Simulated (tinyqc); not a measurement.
# Thin-film resistivity, exact integral against the thick limit

Fuchs-Sondheimer for a film of thickness d, k = d/lam: rho0/rho = 1 - (3 (1 - ps)/(2 k)) int_1^infinity (t^-3 - t^-5)(1 - exp(-k t))/(1 - ps exp(-k t)) dt; thick limit rho/rho0 = 1 + 3 (1 - ps)/(8 k).

Parameters, values chosen for the exercise; metal values close to those of cobalt:
- rho0 = 6.04 uohm cm (bulk resistivity)
- lam = 12 nm (bulk mean free path)
- ps = 0 (specular share of surface scattering)

Result of one run:
```
d (nm)	k	rho/rho0, exact	thick limit	error of the limit (%)	rho (uohm cm)
120	10.00	1.039	1.038	-0.141	6.275
```

What becomes of these results when the film thickness d is changed from 120 to 0.6 nm, all else the same?

Result of the changed run:
```
d (nm)	k	rho/rho0, exact	thick limit	error of the limit (%)	rho (uohm cm)
0.6	0.05000	7.728	8.500	9.99	46.68
```

The whole series:
```
d (nm)	k	rho/rho0, exact	thick limit	error of the limit (%)	rho (uohm cm)
0.6	0.05000	7.728	8.500	9.99	46.68
1.2	0.1000	4.782	4.750	-0.662	28.88
2.3	0.1917	3.175	2.957	-6.87	19.17
4.4	0.3667	2.222	2.023	-8.98	13.42
8.5	0.7083	1.654	1.529	-7.56	9.993
16	1.333	1.342	1.281	-4.54	8.107
32	2.667	1.161	1.141	-1.75	7.012
62	5.167	1.078	1.073	-0.522	6.512
120	10.00	1.039	1.038	-0.141	6.275
```

rho/rho0 falls from 7.73 to 1.04. The error of the thick limit goes from 10 through a minimum of -9.0 (at d = 4.4 nm among the rows listed) to -0.14 %; it stays within 5 % for k of 1.333 and above among the rows listed. The change of sign at small k is a crossing of two different laws, not agreement.

Program tinyqc, `OMP_NUM_THREADS=1 python tinyqc.py 2100129 2100130 out.jsonl`; Intel Xeon 2.30GHz, shared host, one thread, about 0.01 s.
